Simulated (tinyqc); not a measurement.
Six-transistor SRAM cell, nodal equations and margins: one step of the calculation.

Two cross-coupled inverters (pull-down bn, pull-up bp) hold the nodes Q and QB; access transistors (ba, threshold VTn, gate on the word line at Vdd when selected) join them to the bit lines. Transistor (EKV form, voltages against the body): I = 2 n b Vt^2 [F(vp - Vs) - F(vp - Vd)] from drain to source, F(v) = ln^2(1 + exp(v/(2 Vt))), vp = (Vg - VT + sg |Vd - Vs|)/n. n-channel bodies are at 0; for the p-channel device all voltages are counted down from Vdd. b in uA/V^2 gives I in uA. For an access transistor the bit line is the drain and the node the source. In a read both bit lines are at Vdd. The cell is symmetric (no mismatch).

Task. The largest square in the read butterfly. f(x) is the node voltage of one half-cell in a read for input x (In - Ip - Ia = 0). Static noise margin: side of the largest square between the curve (x, f(x)) and its mirror image (f(y), y); with h(c) the root x of f(x) - x = c, it is the maximum over c > 0 of h(c) - h(-c) + c.

Parameters, values chosen for the exercise: temperature T = 300 K; supply voltage Vdd = 0.75 V; slope factor n = 1.41; drain-induced barrier lowering sg = 0.1; n-channel threshold VTn = 0.44 V; p-channel threshold (magnitude) VTp = 0.42 V; gain factor of the pull-down transistor bn = 410 uA/V^2; gain factor of the access transistor ba = 200 uA/V^2; gain factor of the pull-up transistor bp = 230 uA/V^2.

Constants: q = 1.602176634e-19 C, kB = 1.380649e-23 J/K, Vt = kB T/q. Results are converted to the units shown.

| point | c (V) |
|---|---|
| 0 | 0.12 |
| 1 | 0.2 |
| 2 | 0.28 |
| 3 | 0.34 |
| 4 | 0.4 |
| 5 | 0.44 |
| 6 | 0.48 |

Wanted: h(c); h(-c); side.

Result.

| point | h(c) (V) | h(-c) (V) | side (V) |
|---|---|---|---|
| 0 | 0.36056 | 0.39361 | 0.08694 |
| 1 | 0.35326 | 0.42830 | 0.12496 |
| 2 | 0.34567 | 0.47169 | 0.15398 |
| 3 | 0.33818 | 0.50555 | 0.17264 |
| 4 | 0.32205 | 0.53982 | 0.18222 |
| 5 | 0.29963 | 0.56329 | 0.17634 |
| 6 | 0.26706 | 0.58787 | 0.15919 |

The maximum over c is 182.2 mV, the read margin; with the word line off (no Ia) the same construction gives 299.6 mV.

Program tinyqc, `OMP_NUM_THREADS=1 python tinyqc.py 2340065 2340066 out.jsonl`; Intel Xeon 2.30GHz, shared host, one thread, about 0.1 s.
